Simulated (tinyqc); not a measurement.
Interface roughness in a thin film (subband fluctuation and scattering): one step. Sensitivity of the level to thickness. Three cases, with inputs chosen for the exercise.

Question. Give E1, G, the hard-wall values and the rms fluctuation G D.

Square well of width t, barriers V0, c = hbar^2/2m0: E1 solves k t + 2 atan[(k/mz)/(kappa/mb)] = pi, k = sqrt(mz E/c), kappa = sqrt(mb (V0 - E)/c). One interface is rough, so the subband edge fluctuates by G dt with G = |dE1/dt| (central difference of 0.01 angstrom; 2 E1/t for hard walls).

Constants: hbar^2/2m0 = 3.80998211 eV angstrom^2.

Case 1.

Values chosen (near those of a thin Ge channel on (111), one valley; shifted at random, so the results belong to these values and not to a real crystal): t = 38 angstrom (film thickness); mz = 1.631 m0 (confinement mass); V0 = 2.29 eV (barrier); mb = 0.29 m0 (barrier mass); D = 1.7 angstrom (rms height of the roughness).

Case 2.

Values chosen (near those of a thin Si channel on (100), two-fold valleys; shifted at random, so the results belong to these values and not to a real crystal): t = 16 angstrom (film thickness); mz = 0.943 m0 (confinement mass); V0 = 3.19 eV (barrier); mb = 0.53 m0 (barrier mass); D = 2.1 angstrom (rms height of the roughness).

Case 3.

Values chosen (near those of a thin GaN channel; shifted at random, so the results belong to these values and not to a real crystal): t = 50 angstrom (film thickness); mz = 0.2 m0 (confinement mass); V0 = 1.98 eV (barrier); mb = 0.33 m0 (barrier mass); D = 3.6 angstrom (rms height of the roughness).

Give: E1; G = |dE1/dt|; hard walls: E1 (meV) and G (meV/angstrom); G D.

Answer.

Case 1.

E1 = 15.27 meV
G = |dE1/dt| = 0.7860 meV/angstrom

hard walls: E1 (meV) and G (meV/angstrom): [15.966, 0.840]

G D = 1.34 meV

Hard walls overstate G by a factor 1.07, and the scattering rate, which goes as G^2, by 1.14.

Case 2.

E1 = 127.15 meV
G = |dE1/dt| = 14.3250 meV/angstrom

hard walls: E1 (meV) and G (meV/angstrom): [155.765, 19.471]

G D = 30.08 meV

Hard walls overstate G by a factor 1.36, and the scattering rate, which goes as G^2, by 1.85.

Case 3.

E1 = 55.97 meV
G = |dE1/dt| = 1.9321 meV/angstrom

hard walls: E1 (meV) and G (meV/angstrom): [75.206, 3.008]

G D = 6.96 meV

Hard walls overstate G by a factor 1.56, and the scattering rate, which goes as G^2, by 2.42.

Computed by tinyqc, one run a case: `OMP_NUM_THREADS=1 python tinyqc.py N N+1 out.jsonl` with N = 1250012, 1250215, 1250225; one thread of a shared Intel(R) Xeon(R) Processor @ 2.30GHz, about 0.01 s a run at most.
